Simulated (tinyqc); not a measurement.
# Resistance of a tapered via with liner, size effect and interface: several studies

A round via whose diameter grows from db at the bottom as D(z) = db + 2 z/tan(ang). The fill, of diameter D - 2 tl, starts above the bottom liner (thickness fb tl) and has rho = rho0 (1 + ks lam/(D - 2 tl)); the sidewall liner conducts in parallel with it. The bottom liner and the interface are crossed over the full area pi db^2/4. Spreading in the lines above and below is left out.

Inputs (values chosen for the exercise); fill metal close to ruthenium: diameter at the bottom db = 13 nm; height hv = 21 nm; sidewall angle ang = 87 degrees; bulk resistivity of the fill rho0 = 7.93 uohm cm; mean free path of the fill lam = 6.67 nm; size-effect factor ks = 0.7; liner on the sidewall tl = 0.2 nm; liner at the bottom over that on the sidewall fb = 0.7; resistivity of the liner rl = 310 uohm cm; interface resistivity at the bottom ri = 2e-12 ohm cm^2; ballistic conductance per area, about 3/(4 rho0 lam) Sb = 1.5e15 S/m^2; bulk resistivity of the second fill (close to molybdenum) rho2 = 5.38 uohm cm; its mean free path lam2 = 11.3 nm; its liner tl2 = 0.4 nm.

Each table varies one quantity; the others keep the values above.

## Via resistance against the diameter at the bottom

Slices between z0 = fb tl and hv, evaluated at their midpoints: conductance per length pi/4 [(D - 2 tl)^2/rho + (D^2 - (D - 2 tl)^2)/rl], slice resistance = slice height over that. 2000 slices. R_fill = sum of the slices; R_bottom = rl fb tl/(pi db^2/4); R_interface = ri/(pi db^2/4); ballistic (Sharvin) limit 1/(Sb pi (db - 2 tl)^2/4); ideal cylinder rho0 hv/(pi db^2/4).

Result of one run:
columns A: db (nm); B: R_fill (ohm); C: R_bottom (ohm); D: R_interface (ohm); E: R (ohm); F: ballistic limit (ohm); G: R over ideal cylinder; H: largest part
```
A       B       C       D      E       F      G     H
30  2.575  0.6140  0.2829  3.472  0.9688  1.474  fill
```

What becomes of these results when the diameter at the bottom db is changed from 30 to 22 nm, all else the same?

Result of the changed run:
columns A: db (nm); B: R_fill (ohm); C: R_bottom (ohm); D: R_interface (ohm); E: R (ohm); F: ballistic limit (ohm); G: R over ideal cylinder; H: largest part
```
A       B      C       D      E      F      G     H
22  4.932  1.142  0.5261  6.600  1.819  1.507  fill
```

The whole series:
columns A: db (nm); B: R_fill (ohm); C: R_bottom (ohm); D: R_interface (ohm); E: R (ohm); F: ballistic limit (ohm); G: R over ideal cylinder; H: largest part
```
A         B        C        D       E       F      G     H
6     82.01    15.35    7.074   104.4   27.07  1.773  fill
8.3   40.06    8.021    3.696   51.78   13.60  1.682  fill
11    21.68    4.567    2.105   28.35   7.555  1.618  fill
16    9.688    2.159   0.9947   12.84   3.488  1.550  fill
22    4.932    1.142   0.5261   6.600   1.819  1.507  fill
30    2.575   0.6140   0.2829   3.472  0.9688  1.474  fill
42    1.281   0.3133   0.1444   1.739  0.4905  1.447  fill
58   0.6597   0.1643  0.07570  0.8996  0.2558  1.427  fill
80   0.3420  0.08634  0.03979  0.4682  0.1340  1.413  fill
```

R falls from 104 to 0.468 ohm. The fill is the largest part at db = 6 and in all other rows. R goes as db^(-2.16) between the first two rows and db^(-2.03) between the last two; area alone gives -2.

## Via resistance against the height

Same model as above.

2000 slices.

The same in every row: R_bottom (ohm) = 3.2697; R_interface (ohm) = 1.5068; ballistic limit (ohm) = 5.3466.

Via resistance against the height:
```
hv (nm)  R_fill (ohm)  R (ohm)  R over ideal cylinder  largest part
7.8            6.1966   10.973                 2.3547          fill
11             8.5446   13.321                 2.0270          fill
16             11.966   16.742                 1.7515          fill
24             16.890   21.666                 1.5110          fill
34             22.248   27.025                 1.3304          fill
50             29.381   34.158                 1.1435          fill
72             37.075   41.852                0.97294          fill
100            44.466   49.242                0.82421          fill
```

R rises from 11.0 to 49.2 ohm. The fill is the largest part at hv = 7.8 and in all other rows. The share of the two bottom terms goes from 43.5 to 9.70 %. For hv = 7.8, 11 the ballistic limit exceeds half of R_fill, so the diffusive model understates R.

## Two fill metals against the diameter

2000 slices. R_fill = sum of the slices; R_bottom = rl fb tl/(pi db^2/4); R_interface = ri/(pi db^2/4). The second fill has rho2, lam2 and tl2 in place of rho0, lam and tl.

Two fill metals against the diameter:
```
db (nm)  R, first fill (ohm)  R, second fill (ohm)  ratio second/first
6                      104.4                 120.8               1.157
8.5                    49.20                 54.04               1.098
12                     23.57                 24.92               1.057
17                     11.31                 11.62               1.028
24                     5.509                 5.545               1.007
35                     2.528                 2.503              0.9904
49                     1.269                 1.243              0.9801
70                    0.6138                0.5968              0.9723
100                   0.2980                0.2881              0.9668
```

The ratio goes from 1.16 to 0.967. The two fills give the same R at db = 27.6 nm; below it the first gives the lower R. Ratios within a few per cent of 1 are a tie, given that ballistic terms are left out.

Numbers from tinyqc (`OMP_NUM_THREADS=1 python tinyqc.py 2750076 2750077 out.jsonl`; about 0.01 s on one thread of a shared Intel Xeon 2.30GHz).
